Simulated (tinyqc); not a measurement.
From results back to parameters: thin (001) film in sp3s* tight binding with raised dangling bonds. Three cases, with inputs chosen for the exercise.

Problem. The gap of a passivated film (lowest level above mid-gap less highest below, mid-gap being half the lower bulk edge) belongs to a hidden number of planes between 6 and 45.

Planes alternate anion (a), cation (c) along [001], a/4 apart, starting with an anion; zero in-plane momentum; levels counted from the bulk Ev, the lower root of [[Epa, Vxx], [Vxx, Epc]]; no spin-orbit coupling. Block of s, pz, s*: from an anion to the cation above, Vss/2 (s,s), Vsapc/2 (s,z), -Vscpa/2 (z,s), Vxx/2 (z,z), Vxapc/2 (s*,z), -Vpaxc/2 (z,s*); to the cation below the same with the s-z and s*-z signs reversed. Block of u = (px + py)/sqrt2 and v = (px - py)/sqrt2: to the cation above (Vxx + Vxy)/2 for u and (Vxx - Vxy)/2 for v, to the cation below the reverse. Each surface atom has two dangling sp3 hybrids; raising both by dl adds (dl/2) [[1, t], [t, 1]] to its s, pz levels (t = -1 at the bottom face, +1 at the top) and dl to the one of u, v in whose plane the missing bonds lie (v for a bottom anion or a top cation, u for a top anion).

Find: N; thickness N a/4.

Case 1.

Values chosen (out of a larger set: near a published set for AlAs, fitted to gaps, whose masses and valley positions are rough; not measured data):
- p = (-7.553, 0.981, -1.162, 3.606, 7.546, 6.661, -6.675, 1.871, 4.273, 5.099, 5.47, 4.576, 4.979) eV (order Esa, Epa, Esc, Epc, Exa, Exc, Vss, Vxx, Vxy, Vsapc, Vscpa, Vxapc, Vpaxc)
- dp = 30 eV (value of dl for the passivated films)
- a = 5.656 angstrom (lattice constant)

edges (eV): Gamma 3.0349, Delta 2.2361

gap of the film = 2.2885 eV

Solution.

N = 26
thickness N a/4 = 36.76 angstrom

Computing the films in turn gives 2.2959, 2.2885 and 2.2870 eV for N = 25, 26 and 27; no other N in the range comes within 1 meV.

Case 2.

Values chosen (out of a larger set: near a published set for InAs, fitted to gaps, whose masses and valley positions are rough; not measured data):
- p = (-9.541, 0.91, -2.715, 3.706, 7.382, 6.715, -5.594, 1.837, 4.475, 3.024, 5.431, 3.385, 3.915) eV (order Esa, Epa, Esc, Epc, Exa, Exc, Vss, Vxx, Vxy, Vsapc, Vscpa, Vxapc, Vpaxc)
- dp = 30 eV (value of dl for the passivated films)
- a = 6.056 angstrom (lattice constant)

edges (eV): Gamma 0.4254, Delta 2.2497

gap of the film = 0.5906 eV

Solution.

N = 26
thickness N a/4 = 39.36 angstrom

Computing the films in turn gives 0.5809, 0.5906 and 0.5658 eV for N = 25, 26 and 27; no other N in the range comes within 1 meV.

Case 3.

Values chosen (out of a larger set: near a published set for Si, fitted to gaps, whose masses and valley positions are rough; not measured data):
- p = (-4.155, 1.717, -4.155, 1.717, 6.625, 6.625, -8.222, 1.706, 4.611, 5.78, 5.78, 5.397, 5.397) eV (order Esa, Epa, Esc, Epc, Exa, Exc, Vss, Vxx, Vxy, Vsapc, Vscpa, Vxapc, Vpaxc)
- dp = 30 eV (value of dl for the passivated films)
- a = 5.435 angstrom (lattice constant)

edges (eV): Gamma 3.4120, Delta 1.1591

gap of the film = 1.5027 eV

Solution.

N = 13
thickness N a/4 = 17.66 angstrom

Computing the films in turn gives 1.5156, 1.5027 and 1.4337 eV for N = 12, 13 and 14; no other N in the range comes within 1 meV.

Computed by tinyqc, one run a case: `OMP_NUM_THREADS=1 python tinyqc.py N N+1 out.jsonl` with N = 1450283, 1450291, 1450380; one thread of a shared Intel(R) Xeon(R) Processor @ 2.30GHz, about 0.5 s a run at most.
